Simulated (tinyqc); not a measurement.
Hueckel theory of the pi electrons with the omega technique, for the molecule c1ccc(-c2ccccc2)cc1 (SMILES; centres numbered as the heavy atoms are written), step by step. Computed by tinyqc, a small Python program that keeps every step. Settings: charge = 0, omega = 1.0, damping = 0.3. Command: `OMP_NUM_THREADS=1 python tinyqc.py 21338 21339 out.jsonl` (the two numbers bound the seeds that draw the settings). One thread of a shared host (Intel(R) Xeon(R) Processor @ 2.60GHz), about 0.01 s of CPU time with the checks.

## The Hueckel matrix

Centres:
```
centre  z_r, pi electrons of the neutral centre         h
1C                                            1  0.000000
2C                                            1  0.000000
3C                                            1  0.000000
4C                                            1  0.000000
5C                                            1  0.000000
6C                                            1  0.000000
7C                                            1  0.000000
8C                                            1  0.000000
9C                                            1  0.000000
10C                                           1  0.000000
11C                                           1  0.000000
12C                                           1  0.000000
```

Bonds:
```
i    j  k
1    2  1
2    3  1
3    4  1
4    5  1
5    6  1
6    7  1
7    8  1
8    9  1
9   10  1
4   11  1
11  12  1
12   1  1
10   5  1
```

H_rr = alpha + h_r beta, H_rs = k_rs beta for bonded centres.

Hueckel matrix in units of beta (H = alpha + beta A), lower triangle:
```
           1C        2C        3C        4C        5C        6C        7C        8C
1C   0.000000
2C   1.000000  0.000000
3C   0.000000  1.000000  0.000000
4C   0.000000  0.000000  1.000000  0.000000
5C   0.000000  0.000000  0.000000  1.000000  0.000000
6C   0.000000  0.000000  0.000000  0.000000  1.000000  0.000000
7C   0.000000  0.000000  0.000000  0.000000  0.000000  1.000000  0.000000
8C   0.000000  0.000000  0.000000  0.000000  0.000000  0.000000  1.000000  0.000000
9C   0.000000  0.000000  0.000000  0.000000  0.000000  0.000000  0.000000  1.000000
10C  0.000000  0.000000  0.000000  0.000000  1.000000  0.000000  0.000000  0.000000
11C  0.000000  0.000000  0.000000  1.000000  0.000000  0.000000  0.000000  0.000000
12C  1.000000  0.000000  0.000000  0.000000  0.000000  0.000000  0.000000  0.000000

           9C       10C       11C       12C
9C   0.000000
10C  1.000000  0.000000
11C  0.000000  0.000000  0.000000
12C  0.000000  0.000000  1.000000  0.000000
```

## Orbitals, round 1

pi electrons, sum of z_r less the charge = 12

Diagonalise; E = alpha + x beta with beta < 0, so the largest x are filled first; degenerate levels share their electrons. P = sum n_i c_ri c_si; each orbital has its largest coefficient positive (the first on a tie).

x values: 2.278414  1.891220  1.317431  1.000000  1.000000  0.704624  -0.704624  -1.000000  -1.000000  -1.317431  -1.891220  -2.278414

occupations: 2.000000  2.000000  2.000000  2.000000  2.000000  2.000000  0.000000  0.000000  0.000000  0.000000  0.000000  0.000000

coefficients:
```
          MO1        MO2        MO3        MO4        MO5        MO6        MO7        MO8
1C   0.183073   0.339862   0.438831   0.000000   0.000000   0.398002   0.398002   0.000000
2C   0.208558   0.321377   0.289065   0.477909  -0.146979   0.140221  -0.140221   0.464929
3C   0.292109   0.267932  -0.058008   0.477909  -0.146979  -0.299199  -0.299199  -0.464929
4C   0.456986   0.185342  -0.365487   0.000000   0.000000  -0.351043   0.351043   0.000000
5C   0.456986  -0.185342  -0.365487   0.000000   0.000000   0.351043   0.351043   0.000000
6C   0.292109  -0.267932  -0.058008   0.146979   0.477909   0.299199  -0.299199   0.183959
7C   0.208558  -0.321377   0.289065   0.146979   0.477909  -0.140221  -0.140221  -0.183959
8C   0.183073  -0.339862   0.438831   0.000000   0.000000  -0.398002   0.398002   0.000000
9C   0.208558  -0.321377   0.289065  -0.146979  -0.477909  -0.140221  -0.140221   0.183959
10C  0.292109  -0.267932  -0.058008  -0.146979  -0.477909   0.299199  -0.299199  -0.183959
11C  0.292109   0.267932  -0.058008  -0.477909   0.146979  -0.299199  -0.299199   0.464929
12C  0.208558   0.321377   0.289065  -0.477909   0.146979   0.140221  -0.140221  -0.464929

           MO9       MO10       MO11       MO12
1C    0.000000   0.438831   0.339862  -0.183073
2C   -0.183959  -0.289065  -0.321377   0.208558
3C    0.183959  -0.058008   0.267932  -0.292109
4C    0.000000   0.365487  -0.185342   0.456986
5C    0.000000  -0.365487  -0.185342  -0.456986
6C    0.464929   0.058008   0.267932   0.292109
7C   -0.464929   0.289065  -0.321377  -0.208558
8C    0.000000  -0.438831   0.339862   0.183073
9C    0.464929   0.289065  -0.321377  -0.208558
10C  -0.464929   0.058008   0.267932   0.292109
11C  -0.183959  -0.058008   0.267932  -0.292109
12C   0.183959  -0.289065  -0.321377   0.208558
```

charge and bond-order matrix P, lower triangle:
```
            1C         2C         3C         4C         5C         6C         7C        8C
1C    1.000000
2C    0.660128   1.000000
3C    0.000000   0.676614   1.000000
4C   -0.306900   0.000000   0.618763   1.000000
5C    0.000000  -0.041365   0.000000   0.369667   1.000000
6C    0.112086   0.000000  -0.145230   0.000000   0.618763   1.000000
7C    0.000000   0.008220   0.000000  -0.041365   0.000000   0.676614   1.000000
8C   -0.095646   0.000000   0.112086   0.000000  -0.306900   0.000000   0.660128  1.000000
9C    0.000000   0.008220   0.000000  -0.041365   0.000000  -0.323386   0.000000  0.660128
10C   0.112086   0.000000  -0.145230   0.000000   0.618763   0.000000  -0.323386  0.000000
11C   0.000000  -0.323386   0.000000   0.618763   0.000000  -0.145230   0.000000  0.112086
12C   0.660128   0.000000  -0.323386   0.000000  -0.041365   0.000000   0.008220  0.000000

           9C        10C       11C       12C
9C   1.000000
10C  0.676614   1.000000
11C  0.000000  -0.145230  1.000000
12C  0.008220   0.000000  0.676614  1.000000
```

Within a degenerate level the vectors are fixed only up to a rotation; this is one choice.

## Omega technique, round 1

h_r = h_r(0) + omega q_r, omega = 1, with q_r = z_r - P_rr; 0.3 of the old diagonal is kept.

matrix after round 1, lower triangle:
```
           1C        2C        3C        4C        5C        6C        7C        8C
1C   0.000000
2C   1.000000  0.000000
3C   0.000000  1.000000  0.000000
4C   0.000000  0.000000  1.000000  0.000000
5C   0.000000  0.000000  0.000000  1.000000  0.000000
6C   0.000000  0.000000  0.000000  0.000000  1.000000  0.000000
7C   0.000000  0.000000  0.000000  0.000000  0.000000  1.000000  0.000000
8C   0.000000  0.000000  0.000000  0.000000  0.000000  0.000000  1.000000  0.000000
9C   0.000000  0.000000  0.000000  0.000000  0.000000  0.000000  0.000000  1.000000
10C  0.000000  0.000000  0.000000  0.000000  1.000000  0.000000  0.000000  0.000000
11C  0.000000  0.000000  0.000000  1.000000  0.000000  0.000000  0.000000  0.000000
12C  1.000000  0.000000  0.000000  0.000000  0.000000  0.000000  0.000000  0.000000

           9C       10C       11C       12C
9C   0.000000
10C  1.000000  0.000000
11C  0.000000  0.000000  0.000000
12C  0.000000  0.000000  1.000000  0.000000
```

## Convergence

Each round sets h_r = h_r(0) + omega (z_r - P_rr), keeping the share named as damping of the old diagonal; repeat until output and input diagonals agree to 1e-6.

Rounds:
```
round    sum n x  largest |h(out) - h(in)|
1      16.383377                  8.88e-16
```

Converged in 1 rounds.

## Energy, charges, bond orders

E = sum n x; q_r = z_r - P_rr; bond order p = P_rs; free valence = sqrt(3) - sum of p over the bonds of the atom.

pi energy = 12 alpha + this times beta = 16.383377

pi charges: 1C 0.000000, 2C 0.000000, 3C 0.000000, 4C 0.000000, 5C 0.000000, 6C 0.000000, 7C 0.000000, 8C 0.000000, 9C 0.000000, 10C 0.000000, 11C 0.000000, 12C 0.000000

Bond orders and lengths from R = 1.517 - 0.180 p (angstrom, C-C alone):
```
bond          p         R
1-2    0.660128  1.398177
2-3    0.676614  1.395209
3-4    0.618763  1.405623
4-5    0.369667  1.450460
5-6    0.618763  1.405623
6-7    0.676614  1.395209
7-8    0.660128  1.398177
8-9    0.660128  1.398177
9-10   0.676614  1.395209
4-11   0.618763  1.405623
11-12  0.676614  1.395209
12-1   0.660128  1.398177
10-5   0.618763  1.405623
```

free valence of the carbons: 1C 0.411795, 2C 0.395309, 3C 0.436673, 4C 0.124857, 5C 0.124857, 6C 0.436673, 7C 0.395309, 8C 0.411795, 9C 0.395309, 10C 0.436673, 11C 0.436673, 12C 0.395309

gap between the highest filled and the next level = 1.409249 |beta|
